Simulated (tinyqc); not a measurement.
From results back to parameters: effective mass of the heavy-hole band from tabulated energies. Three cases, with inputs chosen for the exercise.

Problem. A band follows E (1 + alpha E) = c k^2/m, c = hbar^2/2m0. Its energies at two wave vectors are given.

Constants: hbar^2/2m0 = 3.80998211 eV angstrom^2.
Find: y = c k^2/E; m; alpha.
Method. y = m + m alpha E is a straight line through the two points.

Case 1.

Values chosen (out of a larger set: band of an eight-band Kane model near GaSb; not measured data): k12 = (0.048, 0.128) 1/angstrom (two wave vectors).

energies (meV): 16.55065  94.10889

Solution.

y = c k^2/E (m0): 0.53038  0.66330
m = 0.5020 m0
alpha = 3.41 1/eV

Case 2.

Values chosen (out of a larger set: band of an eight-band Kane model near Ge; not measured data): k12 = (0.0255, 0.068) 1/angstrom (two wave vectors).

energies (meV): 6.43633  39.57891

Solution.

y = c k^2/E (m0): 0.38492  0.44512
m = 0.3732 m0
alpha = 4.87 1/eV

Case 3.

Values chosen (out of a larger set: band of an eight-band Kane model near CdTe; not measured data): k12 = (0.081, 0.216) 1/angstrom (two wave vectors).

energies (meV): 35.65710  243.82590

Solution.

y = c k^2/E (m0): 0.70105  0.72904
m = 0.6963 m0
alpha = 0.19 1/eV

Computed by tinyqc, one run a case: `OMP_NUM_THREADS=1 python tinyqc.py N N+1 out.jsonl` with N = 1850267, 1850305, 1850371; one thread of a shared Intel(R) Xeon(R) Processor @ 2.30GHz, about 0.01 s a run at most.
